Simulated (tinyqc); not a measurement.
Monte Carlo simulation of one carrier in a uniform electric field: one step, computed by the program tinyqc. Command: `OMP_NUM_THREADS=1 python tinyqc.py 3013320 3013321 out.jsonl mcfl walk`. One thread of a shared host (Intel(R) Xeon(R) Processor @ 2.30GHz), about 1 s of CPU time with the checks.

The force e F acts along +z. Flights end at the constant total rate Gamma; the part of Gamma that the real rates do not fill is self-scattering, which leaves k unchanged. One valley, no impurities; equivalent final valleys enter only through Z_f in the optical rate.

Problem. Flight 1. Kane band: hbar^2 k^2/(2 m) = E (1 + alpha E), speed v = hbar k/(m (1 + 2 alpha E)), states per spin, volume and energy g(E) = m k (1 + 2 alpha E)/(2 pi^2 hbar^2); overlap factors are set to 1. Masses are multiplied by m_0 and all formulas are in SI units. Flight: t = -ln(r1)/Gamma; k_z grows by e F t/hbar; E follows from the band; dz = (E_end - E_start)/(e F). Use row 1 of the random numbers.

Inputs (values chosen for the exercise, modelled on electrons in silicon):
```
quantity                value   unit
effective mass m        0.313    m_0
non-parabolicity alpha    0.5   1/eV
lattice temperature T     300      K
electric field F           36  kV/cm
```

Crystal: non-polar. Band: Kane.

starting wave vector (1/nm): 0.21  -0.13  -0.18

Random numbers (0.02 to 0.98, from up to 60 sets tried for early real events), one row a flight:
```
       r1      r2      r3      r4
1  0.2403  0.5005  0.5438  0.1594
2  0.7890  0.1566  0.0236  0.6204
3  0.3881  0.1253  0.1016  0.0704
4  0.2940  0.0654  0.3212  0.3867
5  0.0970  0.7568  0.7986  0.2788
6  0.8098  0.8369  0.3758  0.3344
7  0.5984  0.8970  0.9784  0.0838
```

Gamma = 87.46541 1e12/s

Constants: e = 1.602176634e-19 C; hbar = 1.054571817e-34 J s; m_0 = 9.1093837015e-31 kg.

Give: flight time t; k at the end of the flight; energy at the end; displacement dz.

Solution.

flight time t = 16.302 fs

k at the end of the flight (1/nm): 0.21000  -0.13000  -0.09084

energy at the end = 8.3944 meV

displacement dz = -0.80855 nm
